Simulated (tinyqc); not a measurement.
Carrier lifetime of an n-type layer with SRH, radiative, Auger and surface recombination: effect of the trap level below the conduction band at dn = 3e16 cm^-3.

Uniform excess density dn = dp (no trapping), n = n0 + dn, p = p0 + dn, Boltzmann statistics, full ionisation. Surfaces enter as a rate 2 S dn/d, which holds while diffusion to them is fast.

ni = sqrt(Nc Nv) exp(-Eg/(2 Vt)), Eg in volts; majority density N/2 + sqrt(N^2/4 + ni^2), n0 p0 = ni^2; n1 = Nc exp(-Et/Vt), p1 = Nv exp((Et - Eg)/Vt); tn0 = 1/(sn vth Nt), tp0 = 1/(sp vth Nt). With e = n p - ni^2 = dn (n0 + p0 + dn): U_SRH = e/(tp0 (n + n1) + tn0 (p + p1)), U_rad = B e, U_Aug = (Cn n + Cp p) e, U_s = 2 S dn/d. Each tau is dn over its rate; tau = dn/U with U the sum. Here dn = 3e16 cm^-3.

Values chosen for this exercise; band and dielectric values close to those of germanium:
- T = 350 K (temperature)
- Eg = 0.654 eV (band gap)
- Nc = 1.32e19 cm^-3 (conduction-band density of states at T)
- Nv = 7.49e18 cm^-3 (valence-band density of states at T)
- B = 6.49e-14 cm^3/s (radiative coefficient)
- N = 5.7e17 cm^-3 (donor density)
- Cn = 1.1e-30 cm^6/s (Auger coefficient (two electrons))
- Cp = 7.8e-31 cm^6/s (Auger coefficient (two holes))
- Nt = 2e12 cm^-3 (trap density)
- sn = 3e-15 cm^2 (capture cross-section for electrons)
- sp = 7e-16 cm^2 (capture cross-section for holes)
- vth = 1.6e7 cm/s (thermal velocity (both carriers))
- S = 0 cm/s (surface recombination velocity (both faces))
- d = 20 um (sample thickness)

Constants: q = 1.602176634e-19 C, kB = 1.380649e-23 J/K, Vt = kB T/q. Results are converted to the units shown.

The same in every row: tau_rad (s) = 2.568e-5; tau_Aug (s) = 2.439e-6.

Result of one run:

| Et (eV) | tau_SRH (s) | tau (s) | radiative share (%) | largest path |
|---|---|---|---|---|
| 0.13 | 5.835e-5 | 2.145e-6 | 8.354 | Auger |

What becomes of these results when the trap level below the conduction band Et is changed from 0.13 to 0.26 eV, all else the same?

Result of the changed run:

| Et (eV) | tau_SRH (s) | tau (s) | radiative share (%) | largest path |
|---|---|---|---|---|
| 0.26 | 4.534e-5 | 2.123e-6 | 8.267 | Auger |

The whole series:

| Et (eV) | tau_SRH (s) | tau (s) | radiative share (%) | largest path |
|---|---|---|---|---|
| 0.06 | 1.795e-4 | 2.200e-6 | 8.567 | Auger |
| 0.13 | 5.835e-5 | 2.145e-6 | 8.354 | Auger |
| 0.19 | 4.697e-5 | 2.126e-6 | 8.280 | Auger |
| 0.26 | 4.534e-5 | 2.123e-6 | 8.267 | Auger |
| 0.33 | 4.518e-5 | 2.123e-6 | 8.266 | Auger |
| 0.39 | 4.519e-5 | 2.123e-6 | 8.266 | Auger |
| 0.46 | 4.537e-5 | 2.123e-6 | 8.267 | Auger |
| 0.53 | 4.729e-5 | 2.127e-6 | 8.283 | Auger |
| 0.59 | 6.074e-5 | 2.148e-6 | 8.366 | Auger |

Auger recombination leads at Et = 0.06 and in all other rows. tau_SRH goes from 1.80e-4 through a minimum of 4.52e-5 (at Et = 0.33 among the rows listed) to 6.07e-5 s and the total lifetime goes from 2.20e-6 through a minimum of 2.12e-6 (at Et = 0.33 and 0.39 among the rows listed) to 2.15e-6 s. tau_SRH is within a factor 1.5 of its lowest value for Et from 0.13 to 0.59 eV; nearer a band edge n1 or p1 outgrows the carrier densities and the trap re-emits what it captured.

Numbers from tinyqc (`OMP_NUM_THREADS=1 python tinyqc.py 2300071 2300072 out.jsonl`; about 0.01 s on one thread of a shared Intel Xeon 2.30GHz).
